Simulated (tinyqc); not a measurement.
Correlation length: interface roughness in a thin film (subband fluctuation and scattering).

Square well of width t, barriers V0, c = hbar^2/2m0: E1 solves k t + 2 atan[(k/mz)/(kappa/mb)] = pi, k = sqrt(mz E/c), kappa = sqrt(mb (V0 - E)/c). One interface is rough, so the subband edge fluctuates by G dt with G = |dE1/dt| (central difference of 0.01 angstrom; 2 E1/t for hard walls).

Gaussian roughness spectrum S(q) = pi D^2 Lc^2 exp(-q^2 Lc^2/4). Degenerate gas, taken to fill one subband (the second starts to fill once c kF^2/md exceeds E2 - E1, which is not tested here): kF = sqrt(2 pi Ns/gv), q = 2 kF sin(theta/2), 1/tau = (md/(2 pi c hbar)) G^2 times the integral from 0 to pi of S(q)(1 - cos theta)/eps(q)^2 dtheta, eps(q) = 1 + qs/q with screening (qs = gv md q0/(c eps), q0 = e^2/(4 pi eps0), form factors left out, which overstates the screening; other scattering is left out too, so these values lie far above measured mobilities in all but the thinnest films) or 1 without; mobility = tau c2/md with c2 = e/m0 = 1.75882e15 cm^2/(V s^2); 1e12/cm^2 = 1e-4/angstrom^2.

Constants: hbar^2/2m0 = 3.80998211 eV angstrom^2; hbar = 6.58211957e-16 eV s; e^2/(4 pi eps0) = 14.39964547 eV angstrom.

Parameters, chosen for this exercise (near those of a thin InGaAs channel; shifted at random, so the results belong to these values and not to a real crystal): t = 66 angstrom (film thickness); mz = 0.045 m0 (confinement mass); V0 = 1.97 eV (barrier); mb = 0.25 m0 (barrier mass); md = 0.044 m0 (mass in the plane); gv = 1 (valleys); D = 3.4 angstrom (rms height of the roughness); Ns = 1.8 x 1e12/cm^2 (sheet density); eps = 10.7 (mean dielectric constant at the channel); Ll = (4, 8, 14, 22, 35, 55, 90) angstrom (correlation lengths).

Fixed D; bare and screened mobility.

Results:

| Lc (angstrom) | kF Lc | bare mobility (cm^2/(V s)) | screened mobility (cm^2/(V s)) |
|---|---|---|---|
| 4 | 0.13 | 1.98e+06 | 3.26e+06 |
| 8 | 0.27 | 5.15e+05 | 8.49e+05 |
| 14 | 0.47 | 1.88e+05 | 3.11e+05 |
| 35 | 1.18 | 6.75e+04 | 1.17e+05 |
| 55 | 1.85 | 8.56e+04 | 1.65e+05 |
| 90 | 3.03 | 1.71e+05 | 4.60e+05 |

Give the missing row, Lc (angstrom) = 22.

Computed row:
```
Lc (angstrom)  kF Lc  bare mobility (cm^2/(V s))  screened mobility (cm^2/(V s))
22              0.74                    9.64e+04                        1.61e+05
```

The bare mobility is lowest at Lc = 35 angstrom of those listed (kF Lc = 1.18). The screened mobility is lowest at Lc = 35 angstrom of those listed (kF Lc = 1.18). Short roughness averages out (mobility as 1/Lc^2; the first two rows give exponent -1.94), and long roughness deflects only by small angles (bare mobility rising as Lc; the last two rows give 1.41).

Computed by tinyqc, a small Python program: `OMP_NUM_THREADS=1 python tinyqc.py 1251963 1251964 out.jsonl` (the numbers bound the seed that draws the inputs); one thread of a shared host (Intel(R) Xeon(R) Processor @ 2.30GHz), about 0.01 s for the whole set of steps.
